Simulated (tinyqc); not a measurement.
Donor level screened by free carriers (Yukawa potential), step by step. Values are carried at full precision from step to step, so a last printed digit may differ when a step is redone from the rounded ones.

Screening wave number: Debye ks^2 = 4 pi q n/(eps kB T); Thomas-Fermi ks^2 = 6 pi q n/(eps EF) with EF = c (3 pi^2 n/gv)^(2/3)/m, c = hbar^2/2m0; the two are joined by 1/ks^2 = sqrt(1/ks_D^4 + 1/ks_TF^4). 1e18/cm^3 = 1e-6/angstrom^3, q = e^2/(4 pi eps0).

Constants: e^2/(4 pi eps0) = 14.39964547 eV angstrom; kB = 8.617333262e-05 eV/K; hbar^2/2m0 = 3.80998211 eV angstrom^2; Ry = 13.60569312 eV; a0 (Bohr radius) = 0.5291772105 angstrom.

Inputs chosen for the exercise (near those of a donor in InP, with one mean mass; the results hold for these values, not for the real material):

| symbol | value | unit | meaning |
|---|---|---|---|
| m | 0.081 | m0 | mass |
| eps | 12.6 |  | dielectric constant |
| gv | 1 |  | valleys |
| T | 300 | K | temperature |
| n | 0.046 | x 1e18/cm^3 | free-carrier density |

## Units and screening length

Give Ry* = Ry m/eps^2, a* = a0 eps/m, EF, the three values of ks, and x = ks a*.

Ry* = 6.942 meV
a* = 82.32 angstrom
EF = 5.78 meV

ks: Debye, Thomas-Fermi, joined (1/angstrom): 0.00506  0.01309  0.00503

x = 0.4138

EF/kB T = 0.22, so the Debye value, the smaller one, controls the screening.

## One-parameter trial function

Potential -(q/(eps r)) exp(-ks r), q = e^2/(4 pi eps0). In units Ry* = Ry m/eps^2 and a* = a0 eps/m the problem is [-Laplacian - 2 exp(-x r)/r] psi = E psi with x = ks a*.

For exp(-z r): E(z) = z^2 - 8 z^3/(2z + x)^2 in Ry*. Scan z = 0.5, 0.6, ..., 1.1, then minimise; first order gives -1 + 2x.

Scan (Ry*):

| z | kinetic | potential | E |
|---|---|---|---|
| 0.5 | 0.2500 | -0.5003 | -0.2503 |
| 0.6 | 0.3600 | -0.6635 | -0.3035 |
| 0.7 | 0.4900 | -0.8340 | -0.3440 |
| 0.8 | 0.6400 | -1.0100 | -0.3700 |
| 0.9 | 0.8100 | -1.1899 | -0.3799 |
| 1.0 | 1.0000 | -1.3730 | -0.3730 |
| 1.1 | 1.2100 | -1.5585 | -0.3485 |

best z = 0.910
E = -0.3800 Ry*
binding = 2.64 meV

First order in x would give -0.172 Ry*, a rigid shift by q ks/eps; it overstates the loss of binding by 0.208 Ry*.

## Converged levels

Converged values use 18 functions exp(-z r), z = 1.55^i, i = -11 to 6: S = 2/A^3, H = z_i z_j S - 2/(A + x)^2, A = z_i + z_j.

The 1s and 2s levels and the mean radius.

1s = -0.3818 Ry*
binding = 2.65 meV
<r> = 140.4 angstrom
second root = 0.0000 Ry*

The trial function misses by 0.0018 Ry*. Screening leaves 38 % of the bare binding, 0.10 kB T. 2s is no longer bound (it unbinds at x = 0.310). At this density n^(1/3) a* is past the Mott value 0.26, so real donors overlap and form no separate level.

## Checks

- 1s at x = 0.5 against the known -0.29623 Ry*: both -0.29623.
- 1s at x = 0 against -1: both -1.00000.

Run: tinyqc, `OMP_NUM_THREADS=1 python tinyqc.py 1252111 1252112 out.jsonl`; Intel(R) Xeon(R) Processor @ 2.30GHz, one thread, shared host; about 0.01 s of CPU time with all checks.
